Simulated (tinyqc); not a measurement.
Inside a calculation. Model: hydrogenic impurity: series, fields, screening, photoionisation and donor-acceptor pairs. Computed by tinyqc, a small Python program that keeps every step. Command: `OMP_NUM_THREADS=1 python tinyqc.py 3000404 3000405 out.jsonl hydrogenic walk`. One thread of a shared host (Intel(R) Xeon(R) Processor @ 2.30GHz), about 0.01 s of CPU time with the checks. Intermediate numbers are printed to about 5 digits and carried at full precision; extremes and crossings named in words are read from the listed rows.

One isotropic, parabolic band. Effective units: Ry* and a*, in which H = -nabla^2 - 2/r.

Inputs (values chosen for the exercise, modelled on germanium):

| quantity | value | unit |
|---|---|---|
| electron mass m | 0.223 | m_0 |
| dielectric constant eps | 16.8 | - |
| donor density N | 1.1e+17 | cm^-3 |
| magnetic field B | 5.5 | T |

Parts treated: magnetic field and screening.

Constants: Ry = 13.605693123 eV; a_0 = 0.529177210903 angstrom; h x 1 THz = 4.135667696 meV; mu_B = 5.7883818060e-05 eV/T.

## Effective units and the series

Ry* = Ry m/eps^2, a* = a_0 eps/m; level n is bound by Ry*/n^2; <r> = (3/2) a* in 1s; lines 1s -> np at Ry* (1 - 1/n^2); 1 THz = 4.135667696 meV.

Ry* = 10.750 meV

a* = 39.866 angstrom

<r> of 1s = 59.799 angstrom

Series:

| n | binding (meV) | line from 1s (meV) | line (THz) |
|---|---|---|---|
| 2 | 2.6875 | 8.062 | 1.9495 |
| 3 | 1.1944 | 9.556 | 2.3105 |
| 4 | 0.6719 | 10.078 | 2.4369 |
| 5 | 0.4300 | 10.320 | 2.4954 |

## Overlap of donors

Wigner-Seitz radius r_s = (3/(4 pi N))^(1/3); Mott criterion N_c^(1/3) a* = 0.26; overlap of two 1s orbitals at distance d: S = exp(-x)(1 + x + x^2/3), x = d/a*, with d = N^(-1/3).

r_s = 129.47 angstrom

Mott density = 2.7740e+17 cm^-3

N over the Mott density = 0.39654

overlap S = 0.081864

The sample is on the insulating side, but close enough for an impurity band.

## Donor in a magnetic field

gamma = hbar omega_c/(2 Ry*) = mu_B B/(m Ry*). For m_z = 0, H = -nabla^2 - 2/r + gamma^2 rho^2/4, and the band edge moves to gamma Ry*. Basis: exp(-al rho^2 - be z^2), al_k = 0.02 x 2.4^k + gamma/4 x c with k = 0..11, be_k = 0.02 x 2.4^k and c = 0, 0.5, 1 (36 functions). With A = al_i + al_j, B = be_i + be_j (not the field) and the common factor pi^(3/2) dropped: S = 1/(A sqrt(B)), kinetic S (4 al_i al_j/A + 2 be_i be_j/B), <rho^2> = S/A, <1/r> = (2/sqrt(pi)) atanh(u)/(A u), u = sqrt(1 - B/A), which is (2/sqrt(pi))/A when A = B; overlap eigenvalues below 1e-11 are dropped. Binding = (gamma - E) Ry*; the spin term shifts level and edge alike.

gamma = 0.13280

hbar omega_c = 2.8553 meV

magnetic length a*/sqrt(gamma) = 109.40 angstrom

ground level = -10.657 meV

binding energy in the field = 12.084 meV

The field squeezes the orbit and raises the binding by a factor 1.124.

## Weak-field and exact binding

Perturbation theory: E = -1 + gamma^2/2 - (53/96) gamma^4 Ry*.

Ground level (Ry*):

| gamma | B (T) | basis | second order | fourth order | binding |
|---|---|---|---|---|---|
| 0.013 | 0.538 | -0.99991 | -0.99992 | -0.9999 | 1.0129 |
| 0.033 | 1.367 | -0.99945 | -0.99946 | -0.9995 | 1.0324 |
| 0.066 | 2.733 | -0.99783 | -0.99782 | -0.9978 | 1.0638 |
| 0.130 | 5.384 | -0.99169 | -0.99155 | -0.9917 | 1.1217 |
| 0.270 | 11.182 | -0.96585 | -0.96355 | -0.9665 | 1.2359 |
| 0.300 | 12.424 | -0.95837 | -0.95500 | -0.9595 | 1.2584 |
| 0.500 | 20.707 | -0.89441 | -0.87500 | -0.9095 | 1.3944 |
| 0.530 | 21.950 | -0.88302 | -0.85955 | -0.9031 | 1.4130 |
| 0.700 | 28.990 | -0.81144 | -0.75500 | -0.8876 | 1.5114 |
| 1.000 | 41.415 | -0.66233 | -0.50000 | -1.0521 | 1.6623 |

Second order stays within 1 % of the basis value up to gamma = 0.30 of those listed and fourth order up to 0.30; beyond, the truncated (asymptotic) series fails, while the binding keeps growing slowly, to 1.66 Ry* at gamma = 1.0.

## Binding under screening

Thomas-Fermi screening by N free electrons of one valley, taken as a degenerate gas (the hypothesis that all donors are ionised): q a* = sqrt(4 k_F a*/pi), k_F = (3 pi^2 N)^(1/3). Screened potential -(2/r) exp(-q r). Basis exp(-zeta r), zeta_k = 0.02 x 1.6^k, k = 0..23: S = 2/s^3, T = zeta_i zeta_j S, V = -2/(s + q)^2 with s = zeta_i + zeta_j; overlap eigenvalues below 1e-11 are dropped.

q a* = 0.86741

screened binding energy = 0.65021 meV

Screening leaves 6.0 % of the binding.

## From screening to the Mott criterion

First order: 1 - 2 q a*. One exponent: the maximum over zeta of 8 zeta^3/(2 zeta + q)^2 - zeta^2 (golden section on 0.01 to 1.2).

Binding (Ry*):

| N^(1/3) a* | N (cm^-3) | q a* | first order | one exponent | basis |
|---|---|---|---|---|---|
| 0.0038 | 8.6603e+11 | 0.12234 | 0.75531 | 0.77616 | 0.77618 |
| 0.0110 | 2.1007e+13 | 0.20816 | 0.58369 | 0.64136 | 0.64154 |
| 0.0290 | 3.8493e+14 | 0.33798 | 0.32404 | 0.46711 | 0.46804 |
| 0.0570 | 2.9229e+15 | 0.47384 | 0.05233 | 0.31815 | 0.32088 |
| 0.0960 | 1.3964e+16 | 0.61493 | -0.22987 | 0.19510 | 0.20108 |
| 0.1400 | 4.3308e+16 | 0.74260 | -0.48520 | 0.10864 | 0.11885 |
| 0.1900 | 1.0825e+17 | 0.86510 | -0.73021 | 0.04618 | 0.06138 |

The binding falls from 0.776 to 0.061 Ry*. First order, a constant shift of the potential, overshoots and turns negative from q a* = 0.5. One exponent loses the state at q a* = 1 (N^(1/3) a* = 0.254, the classic form of the Mott criterion); the full basis keeps it to 1.19. The dilute rows are formal, since there the electrons are bound or non-degenerate.

Checks made by the program: weak-field limit -1 + gamma^2/2 (relative difference 8e-06); the bound state at q = 0 (relative difference 8e-07).
